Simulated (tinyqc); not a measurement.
Strain-driven crossing of the Gamma and L valleys in a germanium-like crystal alloyed with tin: one step. The strain tensor for a biaxial (001) load.

Biaxial loads: e0 is the in-plane strain e_par and the normal is free. (001): e_perp = -2 (C12/C11) e_par; exx = eyy = e_par, ezz = e_perp, no shear. (111): e_perp = -(2 C11 + 4 C12 - 4 C44)/(C11 + 2 C12 + 4 C44) e_par; exx = eyy = ezz = (2 e_par + e_perp)/3 and exy = eyz = ezx = (e_perp - e_par)/3. (110): e_perp = -(C11 + 3 C12 - 2 C44)/(C11 + C12 + 2 C44) e_par; exx = eyy = (e_par + e_perp)/2, ezz = e_par, exy = (e_perp - e_par)/2, eyz = ezx = 0. Uniaxial loads: a stress along n, scaled so that n.e.n = e0, with exx = s11 sxx + s12 (syy + szz), exy = s44 sxy/2, s11 = (C11 + C12)/((C11 - C12)(C11 + 2 C12)), s12 = -C12/((C11 - C12)(C11 + 2 C12)), s44 = 1/C44.

Inputs chosen for the exercise (near those of Ge, gaps at low temperature; shifted at random, so the results belong to these values and not to a real crystal): C11 = 127.8 GPa; C12 = 47.4 GPa; C44 = 67 GPa; load = biaxial (001) (kind of strain); e0 = 0.0164 (size of the strain).

Problem. Form the tensor and its trace.

Give: strain tensor in the cubic axes; tr(e).

Solution.

strain tensor in the cubic axes:
```
          x         y          z
x  0.016400  0.000000   0.000000
y  0.000000  0.016400   0.000000
z  0.000000  0.000000  -0.012165
```

tr(e) = 0.020635

(tinyqc, `OMP_NUM_THREADS=1 python tinyqc.py 1051146 1051147 out.jsonl`, Intel(R) Xeon(R) Processor @ 2.30GHz, 1 thread, shared host, about 0.01 s.)
